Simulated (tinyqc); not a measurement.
Mobility of a non-polar semiconductor in the relaxation-time approximation: one step, computed by the program tinyqc. Command: `OMP_NUM_THREADS=1 python tinyqc.py 3019128 3019129 out.jsonl rta walk`. One thread of a shared host (Intel(R) Xeon(R) Processor @ 2.30GHz), about 0.01 s of CPU time with the checks.

Each valley is treated as a sphere of mass m_d for states and rates, with one isotropic relaxation time; the conductivity mass m_c sets the current.

Task: Rates at a few energies. Kane band: hbar^2 k^2/(2 m) = E (1 + alpha E), speed v = hbar k/(m (1 + 2 alpha E)), states per spin, volume and energy g(E) = m k (1 + 2 alpha E)/(2 pi^2 hbar^2); overlap factors are set to 1. Here m = m_d. Masses are multiplied by m_0 and all formulas are in SI units. Phonon occupation N_q = 1/(exp(hbar w/(k_B T)) - 1). Acoustic deformation potential (elastic, equipartition, absorption and emission together): 1/tau = 2 pi k_B T D_A^2 g(E)/(hbar rho v_l^2). Optical or intervalley deformation potential: 1/tau = (pi Z_f D_o^2/(rho w)) [N_q g(E + hbar w) + (N_q + 1) g(E - hbar w)], with g = 0 below the band edge. Each optical term is multiplied by (1 - f(E'))/(1 - f(E)), E' the final energy, for Pauli blocking. Singly charged impurities, momentum relaxation: 1/tau = N_I e^4 m (1 + 2 alpha E) Phi/(8 pi (eps_s eps_0)^2 hbar^3 k^3), with alpha = 0 for a parabolic band. Conwell-Weisskopf: Phi = ln(1 + y^2), y = 4 pi eps_s eps_0 E N_I^(-1/3)/e^2 (largest impact parameter N_I^(-1/3)/2).

Inputs (values chosen for the exercise, modelled on holes in germanium):

| quantity | value | unit |
|---|---|---|
| non-parabolicity alpha | 0.29 | 1/eV |
| static permittivity eps_s | 16 | - |
| density rho | 5323 | kg/m^3 |
| sound velocity v_l | 5260 | m/s |
| acoustic deformation potential D_A | 4.6 | eV |
| phonon energy hbar w | 38.5 | meV |
| optical or intervalley deformation potential D_o | 7.6 | 1e8 eV/cm |
| final valleys Z_f | 1 | - |
| temperature T | 200 | K |

Band: Kane. Impurity formula: Conwell-Weisskopf. Further scattering: none.

reduced Fermi level eta = -6.610587

density-of-states mass m_d = 0.295 m_0

ionised impurity density N_I = 3.00e+15 1/cm^3

Constants: k_B = 8.617333262e-05 eV/K; k_B = 1.380649e-23 J/K; e = 1.602176634e-19 C; hbar = 1.054571817e-34 J s; m_0 = 9.1093837015e-31 kg; hbar = 6.582119569e-16 eV s; eps_0 = 8.8541878128e-12 F/m.

Give: Rates (1e12/s) at E = (max(eta, 0) + 0.5, 1, 2, 4) k_B T.

Result:

Rates (1e12/s) at E = (max(eta, 0) + 0.5, 1, 2, 4) k_B T:

| E (meV) | acoustic | optical | ionised impurity |
|---|---|---|---|
| 8.62 | 0.1931 | 0.137 | 0.1987 |
| 17.23 | 0.2747 | 0.150 | 0.0956 |
| 34.47 | 0.3933 | 0.174 | 0.0429 |
| 68.94 | 0.5700 | 1.234 | 0.0185 |
